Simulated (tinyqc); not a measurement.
# Which input was changed?

Model: strain, valley repopulation and piezoresistance in a many-valley conduction band. Computed by tinyqc, a small Python program. Command: `OMP_NUM_THREADS=1 python tinyqc.py 3017159 3017160 out.jsonl valleys which`. One thread of a shared host (Intel(R) Xeon(R) Processor @ 2.30GHz), about 0.3 s of CPU time with the checks.

Valleys are ellipsoids with mass m_l along the axis a and m_t across it, parabolic, with one constant relaxation time; strain shifts the valleys and leaves the masses alone. Currents are taken along [111], along the load, and along [1-10], across the load.

Inputs (values chosen for the exercise, for a model crystal): longitudinal mass m_l = 1.52 m_0; transverse mass m_t = 0.0776 m_0; shear deformation potential Xi_u = 21 eV; dilation deformation potential Xi_d = -4.9 eV; C11 = 122 GPa; C12 = 47.9 GPa; C44 = 60.7 GPa; stress X (tension positive) = 110 MPa; electron density n = 9e+17 1/cm^3; relaxation time tau = 290 fs; temperature T = 300 K.

Valley axes: <111> (4 valleys). Load: uniaxial [111].

Constants: k_B = 8.617333262e-05 eV/K; m_0 = 9.1093837015e-31 kg; k_B = 1.380649e-23 J/K; hbar = 1.054571817e-34 J s; e = 1.602176634e-19 C.

Method:
- Compliances S11 = (C11 + C12)/((C11 - C12)(C11 + 2 C12)), S12 = -C12/((C11 - C12)(C11 + 2 C12)), S44 = 1/C44; stress sigma_ij = X n_i n_j for the unit vector n of the load; e_xx = S11 sigma_xx + S12 (sigma_yy + sigma_zz), e_xy = S44 sigma_xy/2 (tensor strain).
- Herring-Vogt shift of a valley with unit axis a: dE = Xi_d tr(e) + Xi_u a.e.a.
- Each of the 4 valleys holds n_v = N_v (2/sqrt(pi)) F_1/2((E_F - dE_v)/(k_B T)), N_v = 2 (m_d k_B T/(2 pi hbar^2))^(3/2), m_d = (m_l m_t^2)^(1/3); E_F solves sum n_v = n and is counted from the unstrained edge.
- F_j(eta) = int_0^infinity x^j/(1 + exp(x - eta)) dx, without a gamma-function factor. It is evaluated after integrating by parts.
- Integrals over x = E/(k_B T) use 160 Gauss-Legendre points in u = sqrt(x) from 0 to sqrt(max(eta, 0) + 32).
- Mobility tensor mu = e tau sum_v (n_v/n) [1/m_t + (1/m_l - 1/m_t) a a^T]; unstrained mu_0 = e tau (1/m_l + 2/m_t)/3; resistivity along d from the inverse tensor, rho_d = d.mu^-1.d/(n e), mobility along d = 1/(d.mu^-1.d); gauge pi_d = (rho_d/rho_0 - 1)/X.
- With eta_0 the reduced Fermi level without strain, r = F_-1/2(eta_0)/(2 F_1/2(eta_0)) (1 for a classical gas) and c = r (Xi_u/k_B T) (m_l - m_t)/(2 m_l + m_t): pi44 = -c S44/3, pi11 = pi12 = 0.

Task: One of these inputs alone was changed, within the range given: longitudinal mass m_l (0.76 to 3.04); shear deformation potential Xi_u (10.5 to 42); C11 (110 to 244); stress X (tension positive) (55 to 220). Which one, and to what value?

Results:
```
run     mobility along the second direction (cm^2/(V s))  degeneracy factor r  splitting (highest minus lowest) (meV)
before                                          4216.360            0.9680092                                16.91378
after                                           4190.354            0.9712819                                16.91378
```

Result:

Each candidate set to reproduce mobility along the second direction, and what it then gives:
```
candidate                              range searched  value needed  degeneracy factor r  splitting (highest minus lowest) (meV)
longitudinal mass m_l (m_0)              0.76 to 3.04         1.900              0.97128                                  16.914
shear deformation potential Xi_u (eV)      10.5 to 42         23.48              0.96801                                  18.911
C11 (GPa)                                  110 to 244     no effect                    -                                       -
stress X (tension positive) (MPa)           55 to 220         123.0              0.96801                                  18.911
```

Only longitudinal mass m_l fits every result: it went from 1.52 to 1.90 m_0. The next best candidate, stress X (tension positive), misses one result by 12 %.
